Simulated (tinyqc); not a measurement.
Drift exponent from two reads.

Question. Ra = R0 (t/t0)^nu. Find nu, R0 and Ra after ten years (3.15576e8 s).

Inputs (values chosen for the exercise):
```
symbol  value  unit         meaning
t0        0.1     s  reference time
```

Ra at t = 1 and 300 s, both at 300 K (Mohm): [2.7569106, 4.8214822]

Solution. ln Ra is linear in ln t with slope nu.

nu = 0.09800
R0 = 2.200 Mohm
Ra after ten years = 18.76 Mohm

Program tinyqc, `OMP_NUM_THREADS=1 python tinyqc.py 2880143 2880144 out.jsonl`; Intel Xeon 2.30GHz, shared host, one thread, about 0.01 s.
